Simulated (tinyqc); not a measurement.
Starting guesses with DIIS over 6 matrices: SCF starting guesses in the sto-6g basis, for H3+, spin multiplicity 1. Computed by the program tinyqc with PySCF. RHF with one setting changed at a time; a run stops when the energy changes by less than 1e-09 hartree and the error matrix is below 1e-5. Starts: the lowest orbitals of the core Hamiltonian, of the Wolfsberg-Helmholz matrix (K = 1.75), projected atomic densities, random orbitals, and the highest orbitals of the core Hamiltonian (a deliberately bad start).

Geometry (angstrom):
```
atom       x       y        z
H     0.0000  0.0000   0.0000
H     0.0000  0.0000   0.7540
H     0.0000  0.4260  -0.6220
```

lowest restricted solution found by these runs and by PySCF = -1.204913 hartree

Largest element of the error matrix X^T (FDS - SDF) X:
```
iteration     core  Wolfsberg-Helmholz  atomic densities   random  highest core orbitals
1          1.7e-01             4.4e-02           1.3e-01  1.0e+00                1.2e-01
2          2.4e-02             6.2e-03           1.7e-02  1.5e-01                5.8e-02
3          5.5e-06             3.8e-07           4.3e-04  6.8e-03                6.0e-03
4          2.9e-07             3.3e-08           2.7e-06  5.4e-05                1.2e-04
5                -                   -           1.5e-06  2.5e-06                1.3e-05
6                -                   -                 -  9.4e-07                3.0e-06
```

How each run ends:
```
run                    iterations  E (hartree)         state
core                            4     -1.20491  lowest found
Wolfsberg-Helmholz              4     -1.20491  lowest found
atomic densities                5     -1.20491  lowest found
random                          6     -1.20491  lowest found
highest core orbitals           6     -1.20491  lowest found
```

What does the comparison show, and why?

5 of 5 runs reach the lowest restricted solution found, in 4 to 6 iterations (fastest: core, Wolfsberg-Helmholz). The first errors are 2e-01, 4e-02, 1e-01, 1e+00, 1e-01.
